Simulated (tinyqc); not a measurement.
CIS and TDHF on RHF in the 3-21g basis, for H3+, spin multiplicity 1, step by step. One step of it, computed by the program tinyqc.

Problem. TDHF (RPA) singlet states. B(ia,jb) = 2 (ia|jb) - (ib|ja); the squared energies are the eigenvalues of (A - B)(A + B); 1 hartree = 27.211386 eV.

CIS matrix A, singlet (hartree), lower triangle:
```
           1>2        1>3        1>4       1>5       1>6
1>2   0.507913
1>3  -0.000002   0.728423
1>4   0.000018  -0.020723   1.333180
1>5  -0.009161  -0.000014  -0.000005  1.453930
1>6  -0.000008   0.005941   0.004219  0.000003  1.698150
```

Two-electron integrals over orbitals (pq|rs), unique and non-zero (hartree):
```
(11|11) 0.606696    (21|11) -0.000046   (21|21) 0.122170    (22|11) 0.475265
(22|21) 0.000046    (22|22) 0.468414    (31|11) 0.066089    (31|21) 0.000005
(31|22) -0.016320   (31|31) 0.073417    (32|11) 0.000013    (32|21) -0.070102
(32|22) -0.000030   (32|31) -0.000019   (32|32) 0.065366    (33|11) 0.429764
(33|21) -0.000038   (33|22) 0.376886    (33|31) 0.032520    (33|32) 0.000026
(33|33) 0.374032    (41|11) -0.117494   (41|21) 0.000043    (41|22) -0.074393
(41|31) -0.016315   (41|32) -0.000011   (41|33) -0.044096   (41|41) 0.071096
(42|11) 0.000067    (42|21) -0.034721   (42|22) 0.000024    (42|31) 3.22e-06
(42|32) 0.013796    (42|33) 0.000025    (42|41) -0.000049   (42|42) 0.033015
(43|11) -0.011908   (43|21) 0.000007    (43|22) -0.001462   (43|31) 0.006852
(43|32) -0.000009   (43|33) 0.000259    (43|41) 0.017052    (43|42) 0.000006
(43|43) 0.033746    (44|11) 0.492737    (44|21) -0.000103   (44|22) 0.404621
(44|31) 0.051356    (44|32) 0.000049    (44|33) 0.379868    (44|41) -0.071115
(44|42) 0.000066    (44|43) 0.006401    (44|44) 0.437728    (51|11) -0.000010
(51|21) -0.067073   (51|22) -0.000058   (51|31) 6.50e-07    (51|32) 0.029214
(51|33) 1.06e-06    (51|41) -0.000015   (51|42) 0.042060    (51|43) 4.57e-06
(51|44) 0.000035    (51|51) 0.061640    (52|11) -0.124986   (52|21) -0.000048
(52|22) -0.107194   (52|31) 0.004766    (52|32) 0.000019    (52|33) -0.048871
(52|41) 0.060149    (52|42) 2.69e-06    (52|43) -0.006838   (52|44) -0.086229
(52|51) 0.000077    (52|52) 0.091999    (53|11) 0.000016    (53|21) 0.004695
(53|22) 0.000009    (53|31) 0.000009    (53|32) 0.010787    (53|33) 0.000017
(53|41) 0.000005    (53|42) -0.015789   (53|43) -3.44e-06   (53|44) 0.000013
(53|51) -0.018465   (53|52) -0.000027   (53|53) 0.021239    (54|11) -0.000024
(54|21) 0.103318    (54|22) 0.000039    (54|31) 0.000016    (54|32) -0.058978
(54|33) -0.000023   (54|41) 0.000038    (54|42) -0.033133   (54|43) 0.000007
(54|44) -0.000080   (54|51) -0.061634   (54|52) -0.000047   (54|53) 0.006224
(54|54) 0.098423    (55|11) 0.469462    (55|21) 0.000165    (55|22) 0.458700
(55|31) -0.015803   (55|32) -0.000097   (55|33) 0.362430    (55|41) -0.086198
(55|42) -0.000019   (55|43) 0.002356    (55|44) 0.406396    (55|51) -0.000148
(55|52) -0.125154   (55|53) 0.000022    (55|54) 0.000157    (55|55) 0.476657
(61|11) -0.050264   (61|21) -0.000021   (61|22) 0.037102    (61|31) -0.063329
(61|32) 0.000026    (61|33) -0.025848   (61|41) 0.021173    (61|42) 0.000016
(61|43) 0.028624    (61|44) -0.026816   (61|51) 0.000008    (61|52) -0.031753
(61|53) -0.000007   (61|54) -0.000029   (61|55) 0.047170    (61|61) 0.101302
(62|11) -0.000033   (62|21) 0.077913    (62|22) 0.000005    (62|31) 0.000024
(62|32) -0.040566   (62|33) -0.000020   (62|41) 0.000037    (62|42) -0.037786
(62|43) -0.000011   (62|44) -0.000068   (62|51) -0.058866   (62|52) -0.000029
(62|53) 0.020018    (62|54) 0.071444    (62|55) 0.000092    (62|61) -0.000050
(62|62) 0.069781    (63|11) -0.132599   (63|21) 0.000029    (63|22) -0.073716
(63|31) -0.034848   (63|32) -4.45e-06   (63|33) -0.059626   (63|41) 0.058633
(63|42) -0.000037   (63|43) 0.011176    (63|44) -0.086956   (63|51) -0.000007
(63|52) 0.049949    (63|53) 2.44e-06    (63|54) 0.000019    (63|55) -0.074784
(63|61) 0.035566    (63|62) 0.000024    (63|63) 0.067130    (64|11) 0.038127
(64|21) 0.000059    (64|22) -0.043636   (64|31) 0.070303    (64|32) -0.000053
(64|33) 0.021138    (64|41) -0.007788   (64|42) -0.000029   (64|43) -0.007006
(64|44) 0.031444    (64|51) -0.000028   (64|52) 0.034450    (64|53) 0.000010
(64|54) 0.000070    (64|55) -0.057317   (64|61) -0.087388   (64|62) 0.000076
(64|63) -0.026726   (64|64) 0.096104    (65|11) 0.000013    (65|21) -0.107727
(65|22) -0.000059   (65|31) -0.000012   (65|32) 0.070535    (65|33) 0.000023
(65|41) -0.000029   (65|42) 0.045655    (65|43) 1.81e-06    (65|44) 0.000079
(65|51) 0.073653    (65|52) 0.000069    (65|53) -0.008567   (65|54) -0.102433
(65|55) -0.000192   (65|61) 0.000033    (65|62) -0.082674   (65|63) -0.000015
(65|64) -0.000072   (65|65) 0.121624    (66|11) 0.594605    (66|21) -0.000116
(66|22) 0.469969    (66|31) 0.068247    (66|32) 0.000058    (66|33) 0.428037
(66|41) -0.137414   (66|42) 0.000100    (66|43) -0.016870   (66|44) 0.493387
(66|51) 0.000033    (66|52) -0.132577   (66|53) 0.000011    (66|54) -0.000092
(66|55) 0.476467    (66|61) -0.059565   (66|62) -0.000087   (66|63) -0.147090
(66|64) 0.045231    (66|65) 0.000090    (66|66) 0.628684
```

Give: TDHF matrix B, singlet; squared energies w^2; TDHF energies from the positive w^2.

Solution.

TDHF matrix B, singlet (hartree), lower triangle:
```
        1>2     1>3    1>4    1>5    1>6
1>2   0.122
1>3   0.000   0.073
1>4   0.000  -0.016  0.071
1>5  -0.067   0.000  0.000  0.062
1>6   0.000  -0.063  0.021  0.000  0.101
```

squared energies w^2 (hartree^2): 0.241  0.522  1.773  2.104  2.868

TDHF energies from the positive w^2 (eV): 13.353  19.652  36.235  39.466  46.081
